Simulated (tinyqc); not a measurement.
Width of the well: strained quantum well: band edges, subbands and transparency.

Growth on (001), barriers unstrained: tr(e) = e (2 - nu2), Z = b e (1 + nu2); Ec = Ev + Eg + ac tr(e), E_HH = Ev + av tr(e) + Z, E_LH = Ev + av tr(e) - Z (coupling to the split-off band left out).

Masses along z: me, 1/(g1 - 2 g2) for HH, 1/(g1 + 2 g2) for LH, likewise in the barrier; in the plane me, 1/(g1 + g2) for HH and 1/(g1 - g2) for LH (no mixing, which understates the hole masses away from k = 0). Level n solves k L + 2 atan[(k/m)/(kappa/mb)] = n pi, k = sqrt(m E/c), kappa = sqrt(mb (V - E)/c), c = hbar^2/2m0.

Transparency (Bernard-Duraffourg): Fc - Fv equals the lowest transition energy with n = p, n = sum m/(2 pi c) kB T ln(1 + exp((Fc - E)/kB T)) and p likewise over the listed subbands; c = hbar^2/2m0, 1/angstrom^2 = 1e16/cm^2.

Constants: hbar^2/2m0 = 3.80998211 eV angstrom^2; kB = 8.617333262e-05 eV/K; hc = 1239.841984 eV nm.

Parameters, chosen for this exercise (near those of an InGaAs/InP well; not measured data):

| symbol | value | unit | meaning |
|---|---|---|---|
| e | -0.0078 |  | strain in the plane |
| nu2 | 1.017 |  | 2 C12/C11 |
| Eg | 0.602 | eV | unstrained gap of the well |
| Ev | -0.577 | eV | its valence edge |
| ac | -5.81 | eV |  |
| av | 1.06 | eV | Ev moves by av tr(e) |
| b | -1.87 | eV | shear potential |
| Egb | 1.355 | eV | gap of the barrier |
| Evb | -0.94 | eV | its valence edge |
| me | 0.0383 | m0 | electron mass |
| g1 | 15.44 |  | gamma1 |
| g2 | 6.25 |  | gamma2 |
| meb | 0.08 | m0 |  |
| g1b | 5.08 |  |  |
| g2b | 1.6 |  |  |
| T | 300 | K | temperature |
| Ls | (30, 40, 55, 70, 90, 120) | angstrom | widths |

All levels anew.

Results:

| L (angstrom) | wavelength (nm) | top hole | hh1 - lh1 (meV) | n_tr (1e12/cm^2) | share in top | n_tr/L (1e18/cm^3) |
|---|---|---|---|---|---|---|
| 30 | 1455 | hh1 | 144 | 0.316 | 0.99 | 1.05 |
| 55 | 1669 | hh1 | 116 | 0.332 | 0.89 | 0.60 |
| 70 | 1741 | hh1 | 105 | 0.352 | 0.79 | 0.50 |
| 90 | 1804 | hh1 | 94 | 0.380 | 0.67 | 0.42 |
| 120 | 1861 | hh1 | 84 | 0.426 | 0.53 | 0.36 |

Give the missing row, L (angstrom) = 40.

Computed row:
```
L (angstrom)  wavelength (nm)  top hole  hh1 - lh1 (meV)  n_tr (1e12/cm^2)  share in top  n_tr/L (1e18/cm^3)
40                       1560       hh1              132             0.320          0.97                0.80
```

The wavelength tunes by 406 nm. The sheet density at transparency changes from 0.32 to 0.43, the top hole subband holding 0.99 and 0.53 of the holes at the ends, while the volume density falls by a factor 3.0. Critical thickness and carrier escape are left out.

Run: tinyqc, `OMP_NUM_THREADS=1 python tinyqc.py 1280037 1280038 out.jsonl`; Intel(R) Xeon(R) Processor @ 2.30GHz, one thread, shared host; about 0.01 s of CPU time with all checks.
